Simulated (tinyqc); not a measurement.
Schottky barrier on an n-type semiconductor with a doping step, non-linear Poisson equation by Newton steps: course of the Newton iteration.

One dimension, metal at x = 0, donor density C(x) = N1 for x < x1 and Nd beyond. Energies are counted from the electron Fermi level of the semiconductor and the conduction-band edge is Ec = -psi, so n = Nc exp(psi/Vt); holes follow the Fermi level of the metal, at -V, so p = Nv exp((V - psi - Eg)/Vt). Ends: psi(0) = V - phiB and psi = Vt ln(Nd/Nc) deep inside. Boltzmann statistics, full ionisation, no current, no image force in the Poisson equation.

a_i = eps0 eps_r/h_i for the interval from node i to i + 1, with h_i = x_(i+1) - x_i in cm.

Start: A straight line in x from psi_0 = V - phiB to psi_b = Vt ln(Nd/Nc).

n_i = Nc exp(psi_i/Vt), p_i = Nv exp((V - psi_i - Eg)/Vt), rho_i = p_i - n_i + C_i, g_i = (n_i + p_i)/Vt. Box widths w_i = (h_(i-1) + h_i)/2 in cm. Residual F_i = a_i (psi_(i+1) - psi_i) - a_(i-1) (psi_i - psi_(i-1)) + q rho_i w_i; Jacobian: a_(i-1) and a_i beside the diagonal, b_i = -a_(i-1) - a_i - q g_i w_i on it. The two end nodes are fixed.

Solve the tridiagonal system a_(i-1) d_(i-1) + b_i d_i + a_i d_(i+1) = -F_i for nodes 1 to 8, with d = 0 on fixed nodes. Each component d is damped to sign(d) Vt ln(1 + |d|/Vt) before it is added.

Stop when the largest undamped |d| is below 1e-9 V, or after 80 iterations.

Parameters, values chosen for the exercise; band and dielectric values close to those of gallium nitride:
- T = 450 K (temperature)
- Eg = 3.39 eV (band gap)
- eps_r = 9.65 (relative permittivity)
- Nc = 4.19e18 cm^-3 (conduction-band density of states at T)
- Nv = 8.43e19 cm^-3 (valence-band density of states at T)
- Nd = 4.6e15 cm^-3 (donor density deep in the semiconductor)
- phiB = 1.19 eV (barrier height)
- V = 0 V (bias of the metal against the semiconductor)
- x1 = 460 nm (depth of the doping step)
- N1 = 2.3e14 cm^-3 (donor density above the step)

Constants: q = 1.602176634e-19 C, kB = 1.380649e-23 J/K, Vt = kB T/q, eps0 = 8.8541878128e-14 F/cm where lengths are in cm. Results are converted to the units shown.

```
node	x (nm)	donor density C (cm^-3)
0	0	2.3e14
1	79	2.3e14
2	174	2.3e14
3	289	2.3e14
4	426	2.3e14
5	592	4.6e15
6	792	4.6e15
7	1030	4.6e15
8	1320	4.6e15
9	1670	4.6e15
```

Course of the iteration:
```
iteration	largest |F| (C/cm^2)	largest |d| (V)	at node
1	2.34e-8	2.32	6
2	1.89e-8	1.36	6
3	2.07e-8	0.652	5
4	1.20e-8	0.274	5
5	9.36e-9	0.0914	5
6	4.10e-9	0.0233	3
7	5.32e-10	6.33e-3	3
8	3.36e-11	4.77e-4	3
9	3.02e-13	2.91e-6	3
10	1.40e-17	1.09e-10	3
```

Did this iteration meet its convergence test, and what does its course show?

Yes. Converged in 10 iterations. Once the step is below 0.1 Vt, 2 more iteration(s) reach the threshold: near the solution the error is roughly squared each time.

Program tinyqc, `OMP_NUM_THREADS=1 python tinyqc.py 2020101 2020102 out.jsonl`; Intel Xeon 2.30GHz, shared host, one thread, about 0.1 s.
